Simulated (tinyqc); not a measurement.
All-pass ring resonator: one step of the calculation.

A ring of length L = 2 pi Rr coupled to one bus waveguide: round-trip amplitude a = 10^(-al L/20), self-coupling t = sqrt(1 - k2). At detuning d from the resonance the round-trip phase is p = 2 pi d/FSR and the transmission T = (a^2 - 2 a t cos p + t^2)/(1 - 2 a t cos p + a^2 t^2). Lossless coupler, linear absorption only.

Question. Resonance parameters. FSR = lam^2/(ng L), finesse F = pi sqrt(a t)/(1 - a t), FWHM = FSR/F, Q = lam/FWHM, Tmin = (a - t)^2/(1 - a t)^2, power build-up k2 a^2/(1 - a t)^2, optical bandwidth c/(lam Q).

Inputs (values chosen for the exercise); values close to those of silicon waveguides: cold resonance wavelength lam = 1310 nm; ring radius Rr = 10 um; group index ng = 4.26; propagation loss al = 3.5 dB/cm; power coupling k2 = 0.0036.

Constants: c = 299792458 m/s. Results are converted to the units shown.

Give: a; t; FSR; F; FWHM; Q; Tmin; build-up; bandwidth.

Answer.

a = 0.99747
t = 0.99820
FSR = 6.4114 nm
F = 724.69
FWHM = 8.8471 pm
Q = 1.4807e5
Tmin = -15.490 dB
build-up = 191.42
bandwidth = 1.5455 GHz

The ring is undercoupled; critical coupling needs k2 = 1 - a^2 = 0.00505.

Program tinyqc, `OMP_NUM_THREADS=1 python tinyqc.py 2650123 2650124 out.jsonl`; Intel Xeon 2.30GHz, shared host, one thread, about 0.01 s.
